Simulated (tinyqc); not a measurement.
# Hot electrons in a saturated n-channel MOSFET, lucky-electron model: what changes with what

Beyond pinch-off the lateral field grows as Esat cosh(y/l) over the velocity-saturated region (pseudo-two-dimensional model). Impact ionisation in this region gives the substrate current, which biases the body forward through Rsub. Currents are per width. Local-field laws: they overstate ionisation when the field peak is narrower than an energy relaxation length.

Inputs (values chosen for the exercise); values close to those of silicon n-channel devices:
- L = 0.8 um (channel length)
- tox = 18 nm (oxide thickness)
- xj = 220 nm (junction depth)
- VT = 0.57 V (threshold)
- mu = 300 cm^2/(V s) (effective mobility)
- vs = 8.9e6 cm/s (saturation velocity)
- Ai = 2e6 1/cm (ionisation prefactor)
- Bi = 1.7 MV/cm (ionisation field)
- Rd = 700 ohm um (resistance of the lightly doped drain)
- Rsub = 15000 ohm um (substrate resistance)
- kb = 0.5 (fall of VT per volt of forward body bias)
- m = 3.2 (lifetime exponent)
- Hl = 2400 s uA/um (lifetime constant)
- Vd = 4.1 V (drain voltage)
- Vg = 1.7 V (gate voltage)

Constants: eps0 = 8.8541878128e-14 F/cm where lengths are in cm. Results are converted to the units shown.

Each table varies one quantity; the others keep the values above.

## Effect of the channel length

Cox = 3.9 eps0/tox, l = sqrt(3 tox xj), Esat = 2 vs/mu. Overdrive g = Vg - VT + kb Vb; Vdsat = g Esat L/(g + Esat L); Id = Cox vs (g - Vdsat); dV = Vd - Id Rd - Vdsat; Em = sqrt((dV/l)^2 + Esat^2); Isub = Id (Ai/Bi) l Em exp(-Bi/Em). Vb = Rsub Isub is solved self-consistently. Lifetime tau = (Hl/Id)(Isub/Id)^(-m); 1 year = 3.15576e7 s.

Effect of the channel length:
```
L (um),Id (uA/um),Em (MV/cm),Isub (uA/um),Isub/Id,tau (years)
0.4,62.91,0.3074,0.9824,0.01562,0.7294
0.57,48.69,0.3010,0.6621,0.01360,1.467
0.8,37.30,0.2958,0.4520,0.01212,2.770
1.1,28.58,0.2919,0.3162,0.01106,4.839
1.6,20.58,0.2883,0.2088,0.01015,8.852
2.3,14.78,0.2856,0.1408,0.009524,15.11
3.2,10.85,0.2838,0.09892,0.009116,23.67
```

What does the table show?

As L goes from 0.4 to 3.2 um, Em falls from 0.307 to 0.284 MV/cm, Isub falls from 0.982 to 0.0989 uA/um and tau rises from 0.729 to 23.7 years. From the first row to the last, log10(tau) changes by 1.5: 0.75 from (Isub/Id)^(-m), which holds Em and l, and 0.76 from 1/Id. At L = 0.4 um the saturated region takes over 60 % of L, so using the full L in Vdsat is rough.

## Effect of the drain voltage

Same model as above.

Effect of the drain voltage:
```
Vd (V),Id (uA/um),Em (MV/cm),Isub (uA/um),Isub/Id,tau (years)
2.5,37.10,0.1550,0.001277,3.441e-5,3.930e8
2.8,37.10,0.1808,0.007089,1.911e-4,1.629e6
3.1,37.11,0.2070,0.02668,7.189e-4,2.346e4
3.4,37.13,0.2334,0.07644,0.002059,808.9
3.7,37.18,0.2601,0.1799,0.004839,52.42
4,37.26,0.2869,0.3661,0.009824,5.427
4.3,37.40,0.3137,0.6670,0.01784,0.8020
4.6,37.60,0.3406,1.116,0.02968,0.1563
```

As Vd goes from 2.5 to 4.6 V, Em rises from 0.155 to 0.341 MV/cm, Isub rises from 0.00128 to 1.12 uA/um and tau falls from 3.93e8 to 0.156 years. The slope of ln(tau) against 1/Vd is 128 V between the first two rows and 108 V between the last two; ten years are last met at Vd = 3.7 V among the rows. For Vd = 2.5 to 3.1 V tau is a far extrapolation that only says that hot carriers are no limit.

## Effect of the oxide thickness

Same model as above.

Effect of the oxide thickness:
```
tox (nm),Id (uA/um),Em (MV/cm),Isub (uA/um),Isub/Id,tau (years)
10,69.41,0.3889,3.262,0.04699,0.01946
12,56.88,0.3576,1.836,0.03228,0.07902
15,44.98,0.3223,0.8681,0.01930,0.5180
19,35.30,0.2884,0.3697,0.01047,4.670
23,29.10,0.2637,0.1765,0.006066,32.50
29,23.05,0.2367,0.06760,0.002933,419.8
36,18.56,0.2143,0.02587,0.001394,5632
```

What does the comparison show?

As tox goes from 10 to 36 nm, Em falls from 0.389 to 0.214 MV/cm, Isub falls from 3.26 to 0.0259 uA/um and tau rises from 0.0195 to 5630 years. From the first row to the last, log10(tau) changes by 5.5: 4.9 from (Isub/Id)^(-m), which holds Em and l, and 0.57 from 1/Id. At tox = 36 nm tau is a far extrapolation that only says that hot carriers are no limit.

tinyqc, about 0.01 s, one thread, Intel Xeon 2.30GHz (shared host): `OMP_NUM_THREADS=1 python tinyqc.py 2550111 2550112 out.jsonl`
